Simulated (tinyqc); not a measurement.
What moves the results: thresholds of impact ionisation and Auger recombination from band masses. A value that a table varies takes the place of the one given here.

Parabolic bands, no phonon. At threshold the three slow carriers share one velocity. With M their total mass and m4 the mass of the fast carrier, the fast carrier has the kinetic energy E_T = G M/(M - m4) and the slow ones together E_a = G m4/(M - m4), the activation energy of the Auger rate. CCCH (fast electron): G = Eg, M = 2 me + mh, m4 = me. CHHS (hole into the split-off band): G = Eg - Dso, M = 2 mh + me, m4 = ms; this form holds for Eg > Dso (below, the process needs about Dso - Eg and is marked by a dash). CHHL (hole into the light band): G = Eg, M = 2 mh + me, m4 = ml. CHHH (fast heavy hole): G = Eg, M = 2 mh + me, m4 = mh.

Non-parabolic fast electron: E (1 + alpha E) = c k^2/me with alpha = (1 - me)^2/Eg; the slow carriers stay parabolic, so E_T = Eg + me E_T (1 + alpha E_T)/M, M = 2 me + mh (the root between Eg and 1.9 Eg).

Constants: kB = 8.617333262e-05 eV/K; hc = 1239.841984 eV nm.

Inputs chosen for the exercise (near those of GaSb, gap at low temperature and not tied to T; the results hold for these values, not for the real material):
```
symbol  value   unit  meaning
Eg      0.793   eV    gap at Gamma to the s-like level
Dso     0.764   eV    spin-orbit splitting
me      0.0396  m0    electron mass at Gamma
mh      0.36    m0    heavy-hole mass
ms      0.131   m0    split-off mass
ml      0.0439  m0    light-hole mass
T       250     K     temperature
```

## The gap of an alloy series

Eg is varied with me and ml proportional to it; mh, ms and Dso are kept. E_a of three processes; wavelength hc/Eg.

Results:
```
Eg (eV)  wavelength (micrometre)      me  CCCH (meV)  CCCH non-parabolic (meV)  CHHS (meV)  CHHL (meV)  log10 exp(-E_a/kT), non-parabolic
0.238                       5.21  0.0119         7.6                      16.1           -         4.4                              -0.32
0.396                       3.13  0.0198        20.6                      45.2           -        12.1                              -0.91
0.595                       2.08  0.0297        45.4                     104.4           -        27.3                              -2.10
0.793                       1.56  0.0396        78.6                     190.0         6.0        48.6                              -3.83
0.991                       1.25  0.0495       119.8                     304.8        46.6        76.1                              -6.14
1.269                       0.98  0.0634       189.9                     521.8       101.4       125.0                             -10.52
1.586                       0.78  0.0792       286.0                     865.2       161.2       195.7                             -17.44
```

E_a of CCCH goes nearly as Eg^2 (power 1.91 over the table), as both G and me grow; the non-parabolic value goes with the power 2.10, and its Boltzmann factor spans 17.1 decades; rows with E_a far above kT are formal, since phonon-assisted processes and side valleys rule there. CHHS is resonant at Eg = Dso = 0.764 eV, with no activation, and is the easiest process near there; it has the lowest E_a of the parabolic values for Eg = 0.793, 0.991, 1.269 and 1.586 eV.

## The mass ratio

mu = me/mh is varied; thresholds in units of Eg for ionisation started by an electron, (1 + 2 mu)/(1 + mu), and by a heavy hole, (2 + mu)/(1 + mu).

Results:
```
mu     electron (Eg)  hole (Eg)  electron (eV)  hole (eV)
0.110         1.0991     1.9009          0.872      1.507
0.180         1.1525     1.8475          0.914      1.465
0.720         1.4186     1.5814          1.125      1.254
0.800         1.4444     1.5556          1.145      1.234
1.000         1.5000     1.5000          1.190      1.190
1.100         1.5238     1.4762          1.208      1.171
```

The two thresholds add up to 3 Eg in every row and are equal, 3/2 Eg, at mu = 1. The lighter carrier has the lower threshold; in the first row the two differ by 0.636 eV, which would favour one carrier in avalanche multiplication. Real ionisation rates depend on the whole band structure and can be nearly equal although the edge masses differ.

## What each parameter does

Activation energies. Each row changes one parameter from the base and keeps the others.

Results:
```
case             CCCH (meV)  CCCH non-parabolic (meV)  CHHL (meV)
base                  78.59                    189.96       48.64
Eg = 0.8723 eV        86.44                    208.95       53.51
Dso = 0.6876 eV       78.59                    189.96       48.64
me = 0.0436 m0        85.67                    211.36       48.37
mh = 0.324 m0         86.37                    215.11       54.08
ms = 0.1179 m0        78.59                    189.96       48.64
ml = 0.0395 m0        78.59                    189.96       43.50
```

The largest shifts from the base row, up to three for each result and ties (the steps differ in size, so this ranks the rows, not the parameters). CCCH (meV): Eg +7.86, mh +7.78, me +7.08; unchanged at the printed digits by Dso, ms and ml. CCCH non-parabolic (meV): mh +25.15, me +21.41, Eg +19.00; unchanged at the printed digits by Dso, ms and ml. CHHL (meV): mh +5.44, ml -5.14, Eg +4.86; unchanged at the printed digits by Dso and ms.

Run: tinyqc, `OMP_NUM_THREADS=1 python tinyqc.py 1880979 1880980 out.jsonl`; Intel(R) Xeon(R) Processor @ 2.30GHz, one thread, shared host; about 0.01 s of CPU time with all checks.
